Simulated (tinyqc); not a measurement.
# Surface potential of a MOS transistor: implicit equation and explicit approximations: effects of single changes

p-type body, charge-sheet picture, depletion and inversion only, full ionisation (an idealisation for deep acceptors), Boltzmann statistics (rough once Na exp(x - xn) passes about Nc/7). In units of Vt: xg = (Vg - Vfb)/Vt, x = psi/Vt, G = gamma/sqrt(Vt), xn = (2 phiF + Vc)/Vt. The implicit equation is (xg - x)^2 = G^2 [x - 1 + exp(x - xn)] for x above about 3. Cox = eps0 eox/tox.

Inputs (values chosen for the exercise); band and dielectric values close to those of silicon:
```
symbol    value   unit                                                                 meaning
T           300      K                                                             temperature
Eg         1.11     eV                                                                band gap
eps_r      11.6                                                          relative permittivity
Nc       2.8e19  cm^-3                                  conduction-band density of states at T
Nv      2.61e19  cm^-3                                     valence-band density of states at T
eox         3.9         relative permittivity of the gate insulator (close to silicon dioxide)
tox          24     nm                                                     insulator thickness
Na       5.4e16  cm^-3                                                        acceptor density
Vfb       -0.31      V                                                       flat-band voltage
Vc            0      V                                                    channel-body voltage
Vg         1.39      V                                                       gate-body voltage
```

Constants: q = 1.602176634e-19 C, kB = 1.380649e-23 J/K, Vt = kB T/q, eps0 = 8.8541878128e-14 F/cm where lengths are in cm. Results are converted to the units shown.

Each table varies one quantity; the others keep the values above.

## Accuracy of the approximations against gate voltage

ni = sqrt(Nc Nv) exp(-Eg/(2 Vt)), Eg in volts; phiF = Vt ln(Na/ni); gamma = sqrt(2 q eps0 eps_r Na)/Cox; VT = Vfb + Vt (xn + G sqrt(xn - 1)). Depletion value a = 1 + [sqrt(G^2/4 + xg - 1) - G/2]^2; inversion value b = xn + ln[(xg - xn)^2/G^2 - xn + 1] and first guess y = min(a, b) - ln(1 + exp(-|a - b|)) if a > xn + 1, else b = y = a; one second-order correction with D = exp(y - xn), p = 2 (xg - y) + G^2 (1 + D), w = (xg - y)^2 - G^2 (y - 1 + D): z = y + 2 w/(p + sqrt(p^2 - 2 (2 - G^2 D) w)), or the Newton step z = y + w/p where the root is not real. N_inv = (Cox Vt G/q) [sqrt(x - 1 + exp(x - xn)) - sqrt(x - 1)] at the root. Lambert form (Cox m Vt/q) W0[(G/(2 m sqrt(xn - 1))) exp((Vg - VT)/(m Vt))], m = 1 + G/(2 sqrt(xn - 1)). Errors under 1e-4 mV, and the linear form below VT, are printed as 0.

Accuracy of the approximations against gate voltage:
```
Vg (V)	psi (V)	x - xn	error of y (mV)	error of z (mV)	N_inv (cm^-2)	Cox (Vg - VT)/q (cm^-2)	Lambert form (cm^-2)
0.89	0.5373	-9.720	6.11e-4	0	9.037e5	0	5.291e5
1.09	0.6613	-4.925	0.0690	0	9.798e7	0	8.277e7
1.29	0.7829	-0.2218	7.15	-0.0246	9.835e9	1.948e9	9.857e9
1.49	0.8462	2.226	12.8	-0.651	1.030e11	1.816e11	1.053e11
1.69	0.8715	3.206	10.2	-0.342	2.483e11	3.612e11	2.537e11
1.89	0.8867	3.794	7.88	-0.149	4.074e11	5.408e11	4.157e11
2.09	0.8977	4.219	6.53	-0.0817	5.722e11	7.204e11	5.833e11
2.29	0.9064	4.556	5.63	-0.0512	7.401e11	9.000e11	7.538e11
2.49	0.9136	4.836	4.98	-0.0350	9.100e11	1.080e12	9.261e11
```

What does the table show?

psi rises from 0.537 to 0.914 V and ends 4.8 Vt above 2 phiF + Vc. Among the rows the first guess is off by at most 13 mV (at Vg = 1.49 V) and the corrected value by at most 0.65 mV. In the last row the linear form is 19 % above N_inv and the Lambert form 1.8 % above it; in the first row the Lambert form is 41 % below it. For Vg = 2.29, 2.49 the electron quasi-Fermi level lies less than 2 Vt below the band edge at the surface, or above it, where degeneracy and confinement, left out, matter.

## Effect of the insulator thickness at fixed gate voltage

Same model as above.

Effect of the insulator thickness at fixed gate voltage:
```
tox (nm)	psi (V)	x - xn	error of y (mV)	error of z (mV)	N_inv (cm^-2)	Cox (Vg - VT)/q (cm^-2)	Lambert form (cm^-2)
8	0.92657	5.3363	10.1	-0.358	1.2940e12	1.7287e12	1.3440e12
11	0.90780	4.6101	10.1	-0.352	7.7078e11	1.0590e12	7.9648e11
15	0.88595	3.7651	11.1	-0.471	3.9799e11	5.8282e11	4.0951e11
21	0.84981	2.3671	13.4	-0.784	1.1728e11	2.0867e11	1.2017e11
28	0.76455	-0.93106	3.92	-2.22e-3	4.9153e9	0	4.8497e9
38	0.59410	-7.5242	6.88e-3	0	7.7027e6	0	5.1663e6
53	0.41826	-14.326	0	0	10304	0	2070.3
72	0.28499	-19.481	0	0	73.177	0	1.8230
```

What does the comparison show?

As tox goes from 8 to 72, psi falls from 0.927 to 0.285 V, x - xn falls from 5.34 to -19.5 and N_inv falls from 1.29e12 to 73.2 cm^-2. The Lambert form lies between 0.0249 and 1.04 times N_inv. For tox = 8, 11 the electron quasi-Fermi level lies less than 2 Vt below the band edge at the surface, or above it, where degeneracy and confinement, left out, matter.

Numbers from tinyqc (`OMP_NUM_THREADS=1 python tinyqc.py 2122024 2122025 out.jsonl`; about 0.01 s on one thread of a shared Intel Xeon 2.30GHz).
